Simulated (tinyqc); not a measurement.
Configuration-coordinate model of a defect: Huang-Rhys factor and luminescence line shape: one step, computed by the program tinyqc.

Ground state E_g(Q) = (1/2) omega_g^2 Q^2; excited state E_e(Q) = E_0 + (1/2) omega_e^2 (Q - dQ)^2 with omega_e = omega_g and E_0 = E_ZPL. Q is mass-weighted; the dipole does not depend on Q (Condon approximation).

Problem. Crossing, radiative lifetime and thermal quenching. The curves cross at the root Q_c nearest dQ; the barrier is (1/2) omega_e^2 (Q_c - dQ)^2, with (1/2) omega^2 = (hbar omega)^2/(2 hbar^2/u). k_r = n_r omega^3 mu^2/(3 pi eps_0 hbar c^3) at the vertical emission energy, without local-field correction; k_nr = nu_0 exp(-barrier/k_B T) (Mott-Seitz); yield = k_r/(k_r + k_nr); T_1/2 = barrier/(k_B ln(nu_0/k_r)).

Inputs (values chosen for the exercise, for a model defect):

| quantity | value | unit |
|---|---|---|
| zero-phonon energy E_ZPL | 1.27 | eV |
| displacement dQ | 0.541 | u^(1/2) angstrom |
| ground-state phonon hbar omega_g | 29.4 | meV |
| temperature T | 300 | K |
| refractive index n_r | 3.12 | - |
| transition dipole mu | 0.51 | e angstrom |
| quenching prefactor nu_0 | 5e+12 | 1/s |

Modes: equal frequencies in both states.

vertical emission energy = 1.239740 eV

Constants: hbar^2/u = 4.18015928e-03 eV angstrom^2; hbar = 6.582119569e-16 eV s; e = 1.602176634e-19 C; eps_0 = 8.8541878128e-12 F/m; hbar = 1.054571817e-34 J s; c = 299792458 m/s; k_B = 8.617333262e-05 eV/K.

Give: Q_c; classical barrier; radiative lifetime; luminescence yield; quenching temperature T_1/2.

Solution.

Q_c = 11.62 u^(1/2) angstrom

classical barrier = 12.70 eV

radiative lifetime = 170.4 ns

luminescence yield = 1

quenching temperature T_1/2 = 10791 K

The barrier is so high that this route does not halve the yield below 1000 K. Caution: the curves cross far outside the range of the harmonic model, so the barrier and T_1/2 have no quantitative meaning.
